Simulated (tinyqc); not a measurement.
From results back to parameters: electrons shared among three sets of ellipsoidal valleys.

Problem. With Boltzmann statistics n(L)/n(X) = R exp(-dE/kB T), where R = N_2/N_1 does not depend on T. Two ratios were computed from hidden R and dE.

Constants: kB = 8.617333262e-05 eV/K.

Values chosen for the exercise (out of a larger set: masses and offsets near those of AlAs; mobilities are free inputs, held fixed; not measured data): Ta = 300 K; Tb = 450 K.

ratio at Ta = 3.08867e-05
ratio at Tb = 0.000991072

Find: dE; R.

Solution. dE = kB ln(ratio_b/ratio_a)/(1/Ta - 1/Tb); then R = ratio_a exp(dE/kB Ta).

dE = 0.269 eV
R = 1.02

tinyqc: `OMP_NUM_THREADS=1 python tinyqc.py 1651502 1651503 out.jsonl`; about 0.01 s, one thread, shared Intel(R) Xeon(R) Processor @ 2.30GHz.
